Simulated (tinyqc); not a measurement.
Comparisons within one model: standing waves and exposure in a photoresist film. A value that a table varies takes the place of the one given here.

Normal incidence from air. Unexposed resist: N1 = n1 + i k1 with k1 = (A + B) lam/(4 pi), lam in micrometres. r01 = (1 - N1)/(1 + N1), t01 = 2/(1 + N1). Below the resist lie the layer Na = na + i ka and the substrate Ns = ns + i ks: r12 = (r1a + ras x)/(1 + r1a ras x), x = exp(4 pi i Na da/lam), r1a = (N1 - Na)/(N1 + Na), ras = (Na - Ns)/(Na + Ns). With p = exp(2 pi i N1 d/lam), the field at depth z is E(z) = t01 [exp(2 pi i N1 z/lam) + r12 p^2 exp(-2 pi i N1 z/lam)]/(1 + r01 r12 p^2), the relative intensity I(z) = n1 |E(z)|^2 and the reflectance R = |(r01 + r12 p^2)/(1 + r01 r12 p^2)|^2.

Inputs chosen for the exercise (a resist on W, indices near tabulated ones; shifted at random, so the results belong to these values and not to a real crystal): lam = 365 nm (vacuum wavelength); n1 = 1.685 (resist index); A = 0.4 1/micrometre (bleachable absorption (Dill A)); B = 0.06 1/micrometre (fixed absorption (Dill B)); d = 847 nm (resist thickness); ns = 3.403 (substrate n); ks = 2.374 (substrate k); na = 1.732 (n of the bottom antireflection layer); ka = 0.266 (its k); da = 68 nm (its thickness).

## Swing of the coupled dose with resist thickness

The mean of I is taken over 800 depths; the relative dose to clear is taken as 1/(mean of I over the lowest period, 60 depths), scaled to 1 in the first row.

Swing:

| d (nm) | R | mean I | relative dose |
|---|---|---|---|
| 847.0 | 0.0218 | 0.8339 | 1.000 |
| 865.1 | 0.0618 | 0.7986 | 1.053 |
| 883.1 | 0.1131 | 0.7512 | 1.123 |
| 901.2 | 0.1274 | 0.7335 | 1.149 |
| 919.2 | 0.0936 | 0.7570 | 1.114 |
| 937.3 | 0.0405 | 0.7987 | 1.062 |
| 955.3 | 0.0234 | 0.8121 | 1.054 |
| 973.4 | 0.0613 | 0.7791 | 1.108 |
| 991.4 | 0.1103 | 0.7349 | 1.178 |
| 1009.5 | 0.1240 | 0.7186 | 1.205 |
| 1027.5 | 0.0917 | 0.7406 | 1.170 |
| 1045.6 | 0.0412 | 0.7791 | 1.118 |
| 1063.6 | 0.0249 | 0.7911 | 1.111 |

The period is 108.3 nm, six rows. The relative dose swings between 1.000 and 1.205, a ratio (max - min)/mean of 0.184, against the estimate 4 sqrt(|r01|^2 |r12|^2) exp(-(A + B) d) = 0.119 for the oscillating part alone; the ratio from the table also holds the slow rise from absorption, 11.1 % over two periods, so the two are not strictly comparable.

## Tuning the antireflection layer

da takes the values listed; the contrast is (Imax - Imin)/(Imax + Imin) over the lowest period of the resist (60 depths).

Results:

| da (nm) | \|r12\|^2 | contrast |
|---|---|---|
| 0 | 0.2699 | 0.795 |
| 10 | 0.2586 | 0.786 |
| 20 | 0.2239 | 0.753 |
| 30 | 0.1719 | 0.688 |
| 40 | 0.1162 | 0.592 |
| 50 | 0.0701 | 0.490 |
| 60 | 0.0406 | 0.387 |
| 75 | 0.0280 | 0.330 |
| 90 | 0.0397 | 0.390 |
| 110 | 0.0562 | 0.425 |
| 140 | 0.0301 | 0.318 |

|r12|^2 starts at 0.2699 and is lowest, 0.0280, at 75 nm of those listed, where the contrast is 0.330 against 0.795. The contrast follows 2|r|/(1 + |r|^2), so even |r12|^2 = 0.01 leaves about 0.2. No listed thickness brings |r12|^2 below 0.01.

## What moves the exposure

The mean of I is over 800 depths. Each row changes one parameter from the base and keeps the others.

Results:

| case | \|r12\|^2 | R | mean I | I at the bottom |
|---|---|---|---|---|
| base | 0.0297 | 0.0218 | 0.8339 | 0.7392 |
| d = 857 nm | 0.0297 | 0.0388 | 0.8191 | 0.7223 |
| n1 = 1.702 | 0.0300 | 0.0357 | 0.8238 | 0.7353 |
| B = 0.26 1/micrometre | 0.0303 | 0.0267 | 0.7627 | 0.6189 |
| ks = 2.137 | 0.0256 | 0.0238 | 0.8286 | 0.7366 |
| da = 78 nm | 0.0290 | 0.0504 | 0.8117 | 0.5408 |
| ka = 0.346 | 0.0103 | 0.0364 | 0.8052 | 0.6981 |

The largest shifts from the base row, up to three for each result and ties (the steps differ in size, so this ranks the rows, not the parameters). |r12|^2: ka -0.0193, ks -0.0041, da -0.0006, B +0.0006; unchanged at the printed digits by d. R: da +0.0285, d +0.0169, ka +0.0145. mean I: B -0.0712, ka -0.0287, da -0.0222. I at the bottom: da -0.1984, B -0.1203, ka -0.0411.

tinyqc: `OMP_NUM_THREADS=1 python tinyqc.py 1680441 1680442 out.jsonl`; about 0.01 s, one thread, shared Intel(R) Xeon(R) Processor @ 2.30GHz.
